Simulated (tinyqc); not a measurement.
Surface Green function of a dimerised chain, Sancho-Rubio decimation: one step of the calculation.

A semi-infinite lead of cells 0, 1, 2, ... with H0 inside a cell and H1 = <cell i|H|cell i + 1>. Cell A, B with A at the surface; -t1 joins A and B, -t2 joins B to the next A. z = E + i eta.

Problem. Self-energy, Dyson check and densities of states. Sigma = H1 g_s H1^dagger is what the lead adds to one more cell, and (z - H0 - Sigma)^(-1) must give g_s back. Densities of states: -Im of the diagonals over pi.

Inputs (values chosen for the exercise): energy E = 0.01 eV; broadening eta = 0.001 eV.

H0 (eV):
```
      A     B
A     0  -1.4
B  -1.4     0
```

H1 (eV):
```
    A  B
A   0  0
B  -1  0
```

converged surface Green function g_s (1/eV):
```
                         A                        B
A  -0.01041882-0.00104233i   0.71435939+0.00001489i
B   0.71435939+0.00001489i  -0.00510256-0.00051036i
```

converged bulk Green function (1/eV):
```
                         A                        B
A  -0.01041991-0.00104267i   0.71443617+0.00003041i
B   0.71443617+0.00003041i  -0.01041991-0.00104267i
```

Give: Sigma; (z - H0 - Sigma)^(-1); surface density of states; bulk density of states.

Solution.

Sigma (eV):
```
                    A                    B
A  0.000000+0.000000i   0.000000+0.000000i
B  0.000000+0.000000i  -0.010419-0.001042i
```

(z - H0 - Sigma)^(-1) (1/eV):
```
                   A                  B
A  -0.01042-0.00104i   0.71436+0.00001i
B   0.71436+0.00001i  -0.00510-0.00051i
```

surface density of states, orbital A to B (in units of 1e-4 1/eV): [3.3178, 1.6245]
bulk density of states, orbital A to B (in units of 1e-4 1/eV): [3.3189, 3.3189]

tinyqc, about 0.01 s, one thread, Intel Xeon 2.30GHz (shared host): `OMP_NUM_THREADS=1 python tinyqc.py 2680047 2680048 out.jsonl`
